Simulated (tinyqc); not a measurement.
Polycrystal bounds against single-crystal directions: anisotropic elasticity and sound waves of a cubic crystal. Computed by tinyqc, a small Python program. Command: `OMP_NUM_THREADS=1 python tinyqc.py 3028168 3028169 out.jsonl cubicelastic walk`. One thread of a shared host (Intel(R) Xeon(R) Processor @ 2.30GHz), about 0.01 s of CPU time with the checks.

Voigt order 1..6 = xx, yy, zz, yz, xz, xy, with engineering shear strains. The rotated frame has x' as named, z' along the wafer normal and y' = z' x x'.

Inputs (values chosen for the exercise, for a model crystal): C11 = 533 GPa; C12 = 296 GPa; C44 = 171 GPa.

Frame: (001) wafer, x' along [210].

Method. S11 = (C11 + C12)/D, S12 = -C12/D, D = (C11 - C12)(C11 + 2 C12), S44 = 1/C44. Zener ratio A = 2 C44/(C11 - C12); S0 = S11 - S12 - S44/2; H = 2 C44 + C12 - C11. B = (C11 + 2 C12)/3; Voigt G = (C11 - C12 + 3 C44)/5; Reuss G = 5/(4 (S11 - S12) + 3 S44); Hill is their mean; E = 9BG/(3B + G), nu = (3B - 2G)/(6B + 2G). Along <hkl>, with g = 0, 1/4, 1/3: 1/E = S11 - 2 S0 g; for a film with that normal C33 = C11 + 2 H g and M = [6B - (3B - C33) - (3B - C33)^2/C33]/2.

S11 = 3.10924 1/TPa

S12 = -1.11017 1/TPa

S44 = 5.84795 1/TPa

S0 = 1.29543 1/TPa

H = 105 GPa

Zener ratio A = 1.44304

bulk modulus B = 375 GPa

Averages:

| average | G (GPa) | E (GPa) | nu |
|---|---|---|---|
| Voigt | 150.00 | 397.06 | 0.32353 |
| Reuss | 145.26 | 385.94 | 0.32847 |
| Hill | 147.63 | 391.51 | 0.32600 |

Directions:

| direction | E (GPa) | biaxial modulus M (GPa) |
|---|---|---|
| <100> | 321.62 | 500.23 |
| <110> | 406.25 | 606.69 |
| <111> | 445.31 | 638.06 |

What does the comparison show, and why?

The bounds on G differ by 3.3 %, while E varies by a factor 1.38 with direction; with A above 1 the stiffest axis is <111>. Under a fixed mismatch strain, grains with a <100> normal store the least energy.

Extremes, crossings and ranges named in words are read from the listed rows.
